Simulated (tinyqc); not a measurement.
Solubility, supersaturation, precipitation and gettering of an impurity in a silicon-like host: one step, computed by the program tinyqc.

The wafer was saturated at T1 and is then held at T.

Question. Growing precipitates. Growing sinks: with y = r/r_f and y0 = r0/r_f, dy/dt = (1 - y^3)/(3 tau_f y), which integrates to t/tau_f = F(y) - F(y0), F(y) = (1/2) ln[(1 + y + y^2)/(1 - y)^2] - sqrt(3) arctan[(2y + 1)/sqrt(3)]; the share of the excess left is (1 - y^3)/(1 - y0^3), and C(t) = C_eq + (C0 - C_eq) x share.

Inputs (values chosen for the exercise, modelled on cobalt in silicon):
```
quantity,value,unit
temperature of saturation T1,1350,K
anneal temperature T,1138,K
initial sink radius r0,2.6,nm
anneal time t,65,s
```

final radius r_f = 62.72883 nm

tau_f = 76.88300 s

C_eq(T) = 3.633336e+13 1/cm^3

C0 = 2.970411e+15 1/cm^3

Give: radius at t; share of the excess left; C(t) with growing sinks.

Answer.

radius at t = 43.58 nm

share of the excess left = 0.6648

C(t) with growing sinks = 1.987e+15 1/cm^3

33.5 % of the excess has precipitated. Caution: the barrier to homogeneous nucleation is below 35 k_B T for these inputs, so new precipitates would form and outnumber the fixed sinks assumed here.
